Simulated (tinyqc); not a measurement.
## The weight eta from points of equal mobility

Question. If the mobility depends on E = q (Ndep + eta Ns)/(eps0 eps_r) alone, two points of equal mobility on its falling branch have equal E. Find eta and E.

Inputs (values chosen for the exercise): relative permittivity of the semiconductor eps_r = 11.6.

Constants: q = 1.602176634e-19 C, eps0 = 8.8541878128e-14 F/cm where lengths are in cm. Results are converted to the units shown.

Ndep at two body biases (cm^-2): 8.6128442e11  1.4582500e12
Ns at which the mobility is the same (cm^-2): 6.6e12  4.7344827e12

Answer. eta is the ratio of the differences of Ndep and Ns.

eta = 0.3200
E = 0.4638 MV/cm

tinyqc, about 0.01 s, one thread, Intel Xeon 2.30GHz (shared host): `OMP_NUM_THREADS=1 python tinyqc.py 2510140 2510141 out.jsonl`
